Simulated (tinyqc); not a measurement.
Vibrations of a mass or spring defect in a linear chain. From weight of the highest mode on the defect back to defect mass M'. Computed by tinyqc, a small Python program. Command: `OMP_NUM_THREADS=1 python tinyqc.py 3026299 3026300 out.jsonl localmode inv`. One thread of a shared host (Intel(R) Xeon(R) Processor @ 2.30GHz), about 0.08 s of CPU time with the checks.

A ring of N atoms with nearest-neighbour springs k and motion along the chain. Atom 1 is the defect, of mass M', and its two springs are k'. All other atoms have the mass M.

Inputs (values chosen for the exercise, for a model chain): spring constant k = 8.41 eV/angstrom^2; host mass M = 115 u; spring ratio k'/k at the defect = 1.6.

Host: monatomic.

Constants: nu for 1 eV/(angstrom^2 u) = 15.6333042 THz.

Method:
- Host band: lambda from 0 to 4k/M.
- nu = 15.6333042 THz x sqrt(lambda), lambda in eV/(angstrom^2 u).
- D_ii = (sum of the two springs at i)/M_i, D_ij = -k_ij/sqrt(M_i M_j) for neighbours, closed into a ring.
- The same matrix for 120 atoms; amplitudes are the mass-weighted eigenvector, in size, relative to the defect, for the highest mode; its weight is the squared component of the normalised eigenvector on the defect.

Problem. A run gave the result below. Find the defect mass M', known to lie between 25 and 52 u.

weight of the highest mode on the defect = 0.8630865

Solution.

Each step takes the trial c = (a f_b - b f_a)/(f_b - f_a), f being the result less the target and a, b, c the logarithms of the listed values; c replaces end b, the old b replaces a if the sign of f changed, and otherwise f_a is halved.

Scan of the range:
```
defect mass M' (u),weight of the highest mode on the defect
25.0,0.888916
28.2,0.874452
31.9,0.857693
36.1,0.838639
40.7,0.817758
46.0,0.793716
52.0,0.766570
```

False position (Illinois rule, in the logarithm of the input) inside the bracket:
```
step,end a,end b,trial,weight of the highest mode on the defect
1,28.2000,31.9000,30.6591,0.863317
2,31.9000,30.6591,30.7090,0.863091
3,31.9000,30.7090,30.7109,0.863082
4,30.7090,30.7109,30.7100,0.863087
```

Weight of the highest mode on the defect falls at every point of a 13-point scan of the range (every second point is shown), so one value fits; it is bracketed by 28.2 and 31.9. Answer: defect mass M' = 30.71 u.
